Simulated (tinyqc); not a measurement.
MOSFET in the linear regime without short-channel effects, parameter extraction from computed curves: one step of the calculation.

Inversion charge Q = Cox n Vt W0(exp((Vg - VT)/(n Vt))), W0 the Lambert function and n = nf; u = Q/Cox; mobility mu = mu0/(1 + th1 u + th2 u^2); channel resistance Rch = (L - dL)/(W mu Q); Id = Vd/(Rch + Rsd/W). Cox = eps0 eox/tox. Small Vd, no channel-length or drain effects.

Question. Transfer curve. u, mu, Rch and Id as defined.

Parameters, values chosen for the exercise; channel values of the order met in silicon transistors: temperature T = 300 K; relative permittivity of the gate insulator (close to silicon dioxide) eox = 3.9; insulator thickness tox = 1.9 nm; low-field mobility mu0 = 240 cm^2/(V s); first mobility attenuation factor th1 = 0.72 1/V; second mobility attenuation factor th2 = 0 1/V^2; threshold voltage VT = 0.66 V; body factor nf = 1.32; gate width W = 10 um; drawn gate length L = 0.7 um; drawn less effective length dL = 0.007 um; source plus drain resistance Rsd = 91 ohm um; drain voltage Vd = 0.02 V.

Constants: q = 1.602176634e-19 C, kB = 1.380649e-23 J/K, Vt = kB T/q, eps0 = 8.8541878128e-14 F/cm where lengths are in cm. Results are converted to the units shown.

Vg, point 0 to 9 (V): [0.46, 0.56, 0.66, 0.76, 0.86, 0.96, 1.06, 1.16, 1.26, 1.36]

Find: u; mu; Rch; Id.

Answer.

u, point 0 to 9 (V): [9.694e-5, 0.001731, 0.01935, 0.07372, 0.1496, 0.2343, 0.3233, 0.4148, 0.5079, 0.6021]
mu, point 0 to 9 (cm^2/(V s)): [240.0, 239.7, 236.7, 227.9, 216.7, 205.4, 194.7, 184.8, 175.7, 167.4]
Rch, point 0 to 9 (ohm): [1.639e6, 9.188e4, 8324, 2270, 1177, 792.6, 605.9, 497.4, 427.2, 378.3]
Id, point 0 to 9 (uA): [0.01220, 0.2176, 2.400, 8.777, 16.87, 24.95, 32.52, 39.48, 45.84, 51.63]

Computed by the program tinyqc: `OMP_NUM_THREADS=1 python tinyqc.py 2210014 2210015 out.jsonl`, one thread of a shared Intel Xeon 2.30GHz, about 0.01 s for the whole run.
